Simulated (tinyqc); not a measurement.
Semiconductor laser, carrier and photon rate equations: light against current through threshold.

Carrier density N and photon density S in one mode: dN/dt = F1 = eta I/(q V) - (A N + B N^2 + C N^3) - vg g S; dS/dt = F2 = G vg g S + G be B N^2 - S/tp, with g = g0 ln(N/Ntr)/(1 + ec S). Output power P = Fo Eph S V/(G tp). No heating, no carrier transport.

gth = 1/(G vg tp), Nth = Ntr exp(gth/g0), Ith = q V (A Nth + B Nth^2 + C Nth^3)/eta. N and S are the steady state (F1 = F2 = 0, S > 0).

Parameters, values chosen for the exercise:
```
symbol    value    unit                                      meaning
V       2.5e-12    cm^3                                active volume
G         0.066                                   confinement factor
vg       6.91e9    cm/s                               group velocity
g0         2800    1/cm                             gain coefficient
Ntr      1.7e18   cm^-3                         transparency density
ec      2.2e-17    cm^3                             gain compression
tp          2.2      ps                              photon lifetime
A         4.5e7     1/s             defect recombination coefficient
B       1.2e-10  cm^3/s                        radiative coefficient
C       2.1e-30  cm^6/s                            Auger coefficient
be       1.8e-5          share of spontaneous emission into the mode
eta        0.74                                 injection efficiency
Fo         0.32                share of cavity losses that is output
Eph        1.46      eV                                photon energy
```

Constants: q = 1.602176634e-19 C. Results are converted to the units shown.

Results:

| I (mA) | N/Nth | S (cm^-3) | P (mW) | share of carriers lost by stimulated emission (%) |
|---|---|---|---|---|
| 0.092 | 0.4161 | 1.298e8 | 1.673e-7 | -7.698e-4 |
| 0.23 | 0.6929 | 8.602e8 | 1.109e-6 | -4.297e-5 |
| 0.37 | 0.8937 | 4.675e9 | 6.025e-6 | 0.003223 |
| 0.44 | 0.9792 | 2.993e10 | 3.858e-5 | 0.02386 |
| 0.5 | 1.000 | 1.129e13 | 0.01455 | 8.415 |
| 0.69 | 1.000 | 6.215e13 | 0.08010 | 33.58 |
| 1.4 | 1.002 | 2.523e14 | 0.3251 | 67.17 |
| 2.3 | 1.004 | 4.932e14 | 0.6357 | 79.94 |

Estimate the missing row, I = 0.92 mA.

Computed row:

| I (mA) | N/Nth | S (cm^-3) | P (mW) | share of carriers lost by stimulated emission (%) |
|---|---|---|---|---|
| 0.92 | 1.001 | 1.237e14 | 0.1595 | 50.14 |

With this row back in the table: Ith is 0.458 mA. The power rises by a factor of 2410 between 0.37 and 0.5 mA, while N/Nth goes only from 0.894 to 1.00. Above threshold N is nearly clamped, reaching 1.004 Nth in the last row through gain compression, and the slope between the last two rows is 0.345 W/A, against Fo eta Eph/q = 0.346 W/A. At I = 0.092 mA N is far below Ntr, where the logarithmic gain law overstates the absorption.

Program tinyqc, `OMP_NUM_THREADS=1 python tinyqc.py 2840102 2840103 out.jsonl`; Intel Xeon 2.30GHz, shared host, one thread, about 0.01 s.
